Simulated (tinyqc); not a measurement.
One-sided p+-n junction, ionisation integral and breakdown: one step of the calculation.

A p+ layer at x < 0 and an n drift layer from x = 0. Depletion approximation, built-in voltage neglected. Local ionisation coefficients alpha_n = an exp(-(bn/E)^mx), alpha_p = ap exp(-(bp/E)^mx). Electrons move towards +x, holes towards x = 0.

Task. Ionisation integrals by the trapezoid rule. G(x) = integral from 0 to x of (alpha_n - alpha_p); I_n = integral of alpha_n exp(-G) (electrons injected at x = 0), I_p = integral of alpha_p exp(G(end) - G) (holes injected at the far edge); M = 1/(1 - I). All integrals by the trapezoid rule on the grid.

```
point     x (um)  alpha_n (1/cm)  alpha_p (1/cm)
0      0.0000000       115.47321       7205.6286
1      0.4331336       53.007999       4305.3848
2      0.8662671       22.316725       2429.4109
3      1.2994007       8.4862971       1281.6026
4      1.7325342       2.8596770       624.14767
5      2.1656678      0.83354468       276.15898
6      2.5988014      0.20373084       108.75300
7      3.0319349     0.040091333       37.107274
8      3.4650685    0.0060169515       10.583918
9      3.8982021    6.3965178e-4       2.4031289
10     4.3313356    4.3433431e-5      0.40563347
11     4.7644692    1.6222678e-6     0.046109666
12     5.1976027    2.6637630e-8    0.0030434399
```

Find: G; alpha_n exp(-G); I_n; I_p; M_n; M_p.

Result.

```
point        G  alpha_n exp(-G) (1/cm)
0       0.0000                   115.5
1      -0.2456                    67.8
2      -0.3899                    33.0
3      -0.4696                    13.6
4      -0.5106                     4.8
5      -0.5300                     1.4
6      -0.5383                     0.3
7      -0.5415                     0.1
8      -0.5425                     0.0
9      -0.5428                     0.0
10     -0.5428                     0.0
11     -0.5429                     0.0
12     -0.5429                     0.0
```

I_n = 0.007738
I_p = 0.4160
M_n = 1.008
M_p = 1.712

Numbers from tinyqc (`OMP_NUM_THREADS=1 python tinyqc.py 2120010 2120011 out.jsonl`; about 0.06 s on one thread of a shared Intel Xeon 2.30GHz).
